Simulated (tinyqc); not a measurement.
Low-temperature mobility of a two-dimensional electron gas with static screening: one step, computed by the program tinyqc. Command: `OMP_NUM_THREADS=1 python tinyqc.py 3003560 3003561 out.jsonl twodeg walk`. One thread of a shared host (Intel(R) Xeon(R) Processor @ 2.30GHz), about 0.01 s of CPU time with the checks.

One subband is filled, the gas is degenerate and scatters at the Fermi circle; one permittivity serves on both sides of the interface. All formulas are in SI units, masses times m_0. Piezoelectric and polar phonons are left out, and n_s is taken as set by a gate, independent of N_i.

Task: Remote charges. Form factors with u = q/b: screening G(q) = [1 + 9u/8 + 3u^2/8]/(1 + u)^3, remote charge P(q) = exp(-q d)/(1 + u)^3. Dielectric function eps(q) = 1 + q_TF G(q)/q, with q = 2 k_F sin(theta/2). Remote charges: <|U|^2> = N_i [e^2 P(q)/(2 eps eps_0 q)]^2. 1/tau_t = (m/(pi hbar^3)) int_0^pi (1 - cos theta) <|U|^2>/eps(q)^2 dtheta; the quantum rate 1/tau_q drops the factor (1 - cos theta); 200 Gauss-Legendre points in s with theta = pi s^2, s from 0 to 1; mu = e tau_t/m.

Inputs (values chosen for the exercise, modelled on an InAs channel):
```
quantity                                        value    unit
in-plane mass m                                  0.03     m_0
mass across the layer m_z                      0.0309     m_0
permittivity eps                                 14.9       -
roughness height Delta                           0.35      nm
correlation length Lambda                         2.1      nm
remote charge density N_i                     2.9e+10  1/cm^2
distance d of the charges from the interface       11      nm
```

Wave function: Fang-Howard. Roughness spectrum: Gaussian.

k_F = 0.4483993 1/nm

b = 0.4060667 1/nm

q_TF = 0.07609635 1/nm

effective field F = 0.1983177 MV/cm

Constants: m_0 = 9.1093837015e-31 kg; hbar = 1.054571817e-34 J s; e = 1.602176634e-19 C; eps_0 = 8.8541878128e-12 F/m.

Give: tau_t, charges; tau_q, charges; remote-charge mobility; tau_t/tau_q, charges.

Result:

tau_t, charges = 3137.4 ps

tau_q, charges = 6.5973 ps

remote-charge mobility = 1.8394e+08 cm^2/(V s)

tau_t/tau_q, charges = 475.56

Caution: E_F exceeds 100 meV in a band of small mass, where non-parabolicity and upper valleys, left out here, matter. Caution: E_F exceeds 1.1 (hbar^2 e^2 F^2/2 m_z)^(1/3), of the order of the first subband spacing (1.75 times that in a triangular well, less with self-consistent band bending), so a second subband may fill.
